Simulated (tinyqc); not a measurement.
Size effects in the resistivity of thin metal films and interconnect lines: one step, computed by the program tinyqc.

Electrons lose their drift at surfaces (a share 1 - p of the hits) and at grain boundaries (reflection R), besides bulk scattering. The line sits in a trench with a non-conducting liner on both walls and the bottom; the spacing equals the drawn width.

Question. Resistance and delay. Total: rho = rho_b [1 + surface excess + grain excess]; resistance per length rho/(w_m h_m); capacitance per length C = 2 k eps_0 (aspect ratio + 1/2), a parallel-plate estimate for two neighbours plus a fixed term for the planes above and below; delay 0.38 R C L^2; effective resistivity per drawn area.

Inputs (values chosen for the exercise, modelled on ruthenium): bulk resistivity rho_b = 8 microohm cm; aspect ratio (height over width) = 2.2; line length = 24 micrometre; permittivity of the dielectric k = 3.9.

Geometry: line.

rho/rho_b from surfaces = 1.029057

rho/rho_b from grains = 1.045468

metal width w_m = 53 nm

metal height h_m = 118.3 nm

share of the trench filled by metal = 97.73507 %

Constants: eps_0 = 8.8541878128e-12 F/m.

Give: resistivity rho; resistance per length; capacitance per length; RC delay; effective resistivity per drawn area.

Answer.

resistivity rho = 8.596 microohm cm

resistance per length = 13.71 ohm/micrometre

capacitance per length = 0.1865 fF/micrometre

RC delay = 0.5596 ps

effective resistivity per drawn area = 8.795 microohm cm

Of the factor 1.10 over bulk, scattering gives 1.07 and the liner 1.02; within scattering, grain boundaries outweigh surfaces (0.05 against 0.03, grains first).
